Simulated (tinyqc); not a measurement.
Inside a calculation. Model: a barrier in a uniform field, exact transmission by Airy functions.

tinyqc, about 0.01 s, one thread, Intel Xeon 2.30GHz (shared host): `OMP_NUM_THREADS=1 python tinyqc.py 2580008 2580009 out.jsonl` Printed values are rounded.

The left lead has its band edge at 0, the barrier edge falls as U(x) = U0 - F x with F = V/d for 0 < x < d, and the right lead has its edge at -V. No transverse momentum; C = hbar^2/(2 m0); psi and psi'/m are continuous. M carries (psi, psi'/m) across the barrier.

Parameters, values chosen for the exercise; U0 - E and the mass are of the order of those of zirconium oxide on silicon: mass in the left lead mL = 0.83 m0; barrier edge at x = 0 U0 = 2.19 eV; mass in the barrier m1 = 0.26 m0; electron energy E = 0.75 eV; barrier width d = 2.8 nm; voltage across the barrier V = 1 V; mass in the right lead mR = 0.83 m0.

Constants: q = 1.602176634e-19 C, hbar = 1.054571817e-34 J s, m0 = 9.1093837015e-31 kg, hbar^2/(2 m0) = 0.0380998212 eV nm^2. Results are converted to the units shown.

Range of the model: Masses are held fixed, although real bands cease to be parabolic a few tenths of an eV from their edges.

## Scaled variables

Energy scale e = (C F^2/m1)^(1/3), z(x) = (U(x) - E)/e, s = (dz/dx)/m1 = -F/(e m1); v = k/m in a lead. vL = sqrt(mL E/C)/mL, vR = sqrt(mR (E + V)/C)/mR.

F = 0.357143 V/nm
e = 0.265386 eV
z1 = 5.42606
z2 = 1.65796
s = -5.17596 1/nm
vL = 4.87001 1/nm
vR = 7.43907 1/nm

Both z are positive: the whole barrier is forbidden.

## Airy functions at the edges

Ai and Bi solve y'' = z y, with Wronskian Ai Bi' - Ai' Bi = 1/pi.

Airy functions:
```
            Ai          Ai'       Bi      Bi'
z1  4.01698e-5  -9.53397e-5  1702.60  3883.13
z2   0.0576600   -0.0813253  2.21537  2.39584
```

## Transfer matrix

With a = Ai, a' = Ai', b = Bi, b' = Bi' at z1 (left edge) and z2 (right edge): M11 = pi (a2 b1' - b2 a1'), M12 = (pi/s)(b2 a1 - a2 b1), M21 = pi s (a2' b1' - b2' a1'), M22 = pi (b2' a1 - a2' b1).

M (M12 in nm, M21 in 1/nm):
```
         1        2
1  703.406  59.5863
2  5135.08  435.000
```

## Transmission, exact and WKB

With M acting on (psi, psi'/m) and v = k/m in each lead, T(E) = 4 vL vR/[(vL vR M12 - M21)^2 + (vR M11 + vL M22)^2]. WKB: exp(-S), S = (4/(3 F)) sqrt(m1/C) [max(U0 - E, 0)^1.5 - max(U0 - F d - E, 0)^1.5].

T(E) = 2.30394e-6
S = 14.0061
exp(-S) = 8.26455e-7
ratio T(E)/exp(-S) = 2.78774

The exact value is 2.79 times the WKB one.
